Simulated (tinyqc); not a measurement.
Carrier statistics of a doped semiconductor with parabolic bands: one step. Intrinsic density and level. Five cases, with inputs chosen for the exercise.

Problem. With Boltzmann statistics ni = sqrt(Nc Nv) exp(-Eg/2kT) and Ei = Eg/2 + (kT/2) ln(Nv/Nc), counted from Ev.

Case 1.

Eg = 2.2787027 eV
kT = 0.02585200 eV
Nc = 2.731128e+19 1/cm^3
Nv = 1.925634e+19 1/cm^3

Case 2.

Eg = 1.1077979 eV
kT = 0.03016067 eV
Nc = 3.461485e+19 1/cm^3
Nv = 1.452907e+19 1/cm^3

Case 3.

Eg = 3.1253014 eV
kT = 0.04308667 eV
Nc = 3.833354e+19 1/cm^3
Nv = 7.412192e+19 1/cm^3

Case 4.

Eg = 2.0641749 eV
kT = 0.04308667 eV
Nc = 3.502780e+19 1/cm^3
Nv = 3.838618e+19 1/cm^3

Case 5.

Eg = 1.1025180 eV
kT = 0.03016067 eV
Nc = 3.499819e+19 1/cm^3
Nv = 1.484682e+19 1/cm^3

Give: ni; Ei.

Solution.

Case 1.

ni = 1.66 1/cm^3
Ei = 1.1348 eV

Ei lies 4.5 meV below midgap, towards the band with the smaller density of states.

Case 2.

ni = 2.37e+11 1/cm^3
Ei = 0.5408 eV

Ei lies 13.1 meV below midgap, towards the band with the smaller density of states.

Case 3.

ni = 9.46e+03 1/cm^3
Ei = 1.5769 eV

Ei lies 14.2 meV above midgap, towards the band with the smaller density of states.

Case 4.

ni = 1.45e+09 1/cm^3
Ei = 1.0341 eV

Ei lies 2.0 meV above midgap, towards the band with the smaller density of states.

Case 5.

ni = 2.63e+11 1/cm^3
Ei = 0.5383 eV

Ei lies 12.9 meV below midgap, towards the band with the smaller density of states.

Computed by tinyqc, one run a case: `OMP_NUM_THREADS=1 python tinyqc.py N N+1 out.jsonl` with N = 1650807, 1650819, 1650915, 1651190, 1651360; one thread of a shared Intel(R) Xeon(R) Processor @ 2.30GHz, about 0.02 s a run at most.
